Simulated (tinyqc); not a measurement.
Ranking of structures: pair-potential crystal by lattice sums. Computed by tinyqc, a small Python program. Command: `OMP_NUM_THREADS=1 python tinyqc.py 3030056 3030057 out.jsonl pairsum walk`. One thread of a shared host (Intel(R) Xeon(R) Processor @ 2.30GHz), about 0.02 s of CPU time with the checks.

Energy per atom E = (1/2) sum over neighbours of phi(r); d is the nearest-neighbour distance.

Inputs (values chosen for the exercise, for model atoms):
```
quantity            value      unit
well depth eps      0.329        eV
pair minimum r0      2.53  angstrom
cut-off r_c/r0       2.78         -
stiffness alpha r0    7.2         -
```

Potential: Morse. Structure: fcc.

Constants: 1 eV/angstrom^3 = 160.2176634 GPa.

Method:
- phi0(r) = eps [exp(-2 alpha (r - r0)) - 2 exp(-alpha (r - r0))]; shifted-force cut-off: phi(r) = phi0(r) - phi0(r_c) - (r - r_c) phi0'(r_c) for r < r_c, zero beyond.
- Shells (distance in units of d, count): fcc 1.0000 (12), 1.4142 (6), 1.7321 (24), 2.0000 (12), 2.2361 (24), 2.4495 (8), 2.6458 (48), 2.8284 (6), 3.0000 (36), 3.1623 (24); hcp 1.0000 (12), 1.4142 (6), 1.6330 (2), 1.7321 (18), 1.9149 (12), 2.0000 (6), 2.2361 (12), 2.3805 (12), 2.4495 (6), 2.5166 (6), 2.5820 (12), 2.6458 (24), 2.7080 (6), 2.8868 (12), 3.0000 (12), 3.1091 (24), 3.1623 (12); bcc 1.0000 (8), 1.1547 (6), 1.6330 (12), 1.9149 (24), 2.0000 (8), 2.3094 (6), 2.5166 (24), 2.5820 (24), 2.8284 (24), 3.0000 (32); sc 1.0000 (6), 1.4142 (12), 1.7321 (8), 2.0000 (6), 2.2361 (24), 2.4495 (24), 2.8284 (12), 3.0000 (30), 3.1623 (24); diamond 1.0000 (4), 1.6330 (12), 1.9149 (12), 2.3094 (6), 2.5166 (12), 2.8284 (24), 3.0000 (16). Volumes per atom in d^3: fcc 0.70711, hcp 0.70711, bcc 0.76980, sc 1.00000, diamond 1.53960; hcp has the ideal c/a. Every shell inside the cut-off is summed.
- Equilibrium: dE/dd = 0 at the lowest minimum with d between 0.78 r0 and 1.45 r0; B = d^2 E''(d)/(9 Omega).

Each structure at its own equilibrium:
```
structure  neighbours  d (angstrom)  E (eV/atom)  volume (angstrom^3)  B (GPa)
fcc                12        2.5111      -2.1214               11.196   347.75
hcp                12        2.5110      -2.1218               11.195   347.83
bcc                 8        2.4621      -1.9750               11.490   314.85
sc                  6        2.4780      -1.2216               15.216   146.51
diamond             4        2.5090      -0.7070               24.318    53.22
```

What does the comparison show, and why?

The order is hcp < fcc < bcc < sc < diamond; hcp lies 0.39 meV below fcc. fcc (-2.121403 eV) and hcp (-2.121798 eV) share two shells and differ from the third on. Pair forces reward the number of bonds: diamond reaches only 33 % of the best binding. Caution: each structure is relaxed in d alone and may be unstable against shear; the tiny fcc-hcp difference depends on the cut-off.

Extremes, crossings and ranges named in words are read from the listed rows.
